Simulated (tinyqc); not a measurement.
Two-mode optical phonons of a ternary alloy from two coupled oscillators: one step, computed by the program tinyqc. Command: `OMP_NUM_THREADS=1 python tinyqc.py 3010792 3010793 out.jsonl twomode walk`. One thread of a shared host (Intel(R) Xeon(R) Processor @ 2.30GHz), about 0.01 s of CPU time with the checks.

An alloy A(x)B(1-x)C has an A-C and a B-C bond oscillator. Each TO frequency moves linearly from the impurity mode (dilute end) to the TO of the pure crystal; each strength is proportional to the number of bonds.

Question. The two oscillators. omega_1 = (impurity mode of A) + x (omega_TO,AC - impurity mode of A); omega_2 = (impurity mode of B) + (1 - x)(omega_TO,BC - impurity mode of B); eps_inf = x eps_AC + (1 - x) eps_BC; strengths W_1 = x eps_AC (omega_LO,AC^2 - omega_TO,AC^2), W_2 = (1 - x) eps_BC (omega_LO,BC^2 - omega_TO,BC^2).

Inputs (values chosen for the exercise, for a model alloy):

| quantity | value | unit |
|---|---|---|
| omega_TO of pure AC | 765 | 1/cm |
| omega_LO of pure AC | 864 | 1/cm |
| omega_TO of pure BC | 406 | 1/cm |
| omega_LO of pure BC | 492 | 1/cm |
| eps_inf of AC | 10.8 | - |
| eps_inf of BC | 10.8 | - |
| impurity mode of A in BC | 723 | 1/cm |
| impurity mode of B in AC | 405 | 1/cm |
| fraction x of A | 0.86 | - |

Give: omega_1 (A-C, TO); omega_2 (B-C, TO); eps_inf; W_1; W_2.

Answer.

omega_1 (A-C, TO) = 759.12 1/cm

omega_2 (B-C, TO) = 405.14 1/cm

eps_inf = 10.8

W_1 = 1.498e+06 1/cm^2

W_2 = 1.168e+05 1/cm^2
